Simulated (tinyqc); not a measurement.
The window in starting coverage: bottom-up copper filling of a trench by curvature-enhanced accelerator coverage. Computed by tinyqc, a small Python program. Command: `OMP_NUM_THREADS=1 python tinyqc.py 3009238 3009239 out.jsonl superfill walk`. One thread of a shared host (Intel(R) Xeon(R) Processor @ 2.30GHz), about 0.06 s of CPU time with the checks.

A rectangular trench keeps vertical walls and a flat floor. An accelerator floats on the surface; where area is lost in the corners it is passed on to the floor.

Inputs (values chosen for the exercise, close to those used for damascene copper plating):
```
quantity                                           value     unit
trench width w                                       150       nm
aspect ratio h/w                                       3        -
exchange current of the suppressed surface i_0     0.012  mA/cm^2
exchange current of the accelerated surface i_1      3.2  mA/cm^2
transfer coefficient alpha                          0.38        -
overpotential eta                                   0.19        V
adsorption rate k_a                              0.00012      1/s
cupric ion concentration C                          0.24    mol/l
diffusivity D                                    5.6e-06   cm^2/s
boundary layer delta                                  25       um
temperature T                                        298        K
```

Constants: e = 1.602176634e-19 C; N_A = 6.02214076e+23 1/mol; k_B = 8.617333262e-05 eV/K.

Method. Kinetic current i_k = [i_0 (1 - theta) + i_1 theta] exp(alpha eta/(k_B T)), limit i_L = 2 F D C/delta, i = 1/(1/i_k + 1/i_L); velocity v = i Omega/(2F), Omega = 7.11 cm^3/mol, F = e N_A. Depletion inside the trench is ignored. Half width x, floor height y, depth h = aspect ratio x w. dx/dt = -v_s, dy/dt = v_b. d theta_b/dt = k_a (1 - theta_b) + [theta_s v_b + theta_b v_s]/x: the floor takes the accelerator of the wall it covers and keeps its own as it narrows. d theta_s/dt = k_a (1 - theta_s). theta_b is capped at 1. Integrate (tolerance 1e-9) until the walls meet (x = 0.02 w/2) or the floor passes the original mouth y = h. Start: x = w/2, y = 0, theta_b = theta_s = theta_0. Height filled = y/h, opening left = x/(w/2).

Outcome:
```
theta_0  v(1)/v(theta_0)  height filled  opening left  time (s)
0.001             139.58        0.87052          0.02    215.98
0.003              98.41        0.88381          0.02    202.48
0.010              48.53        0.92679          0.02    162.92
0.020              28.25        0.93935          0.02    123.36
0.050              12.68        0.80366          0.02     67.24
0.100               6.73        0.60819          0.02     37.48
0.200               3.59        0.42649          0.02     20.29
0.400               1.98        0.28788          0.02     11.23
0.800               1.16        0.18867          0.02      6.60
```

No row fills the trench; the best, at theta_0 = 0.02, reaches 94 % of the height. Too little accelerator takes too long to concentrate. Too much speeds the walls as well and removes the contrast.

Extremes, crossings and ranges named in words are read from the listed rows.
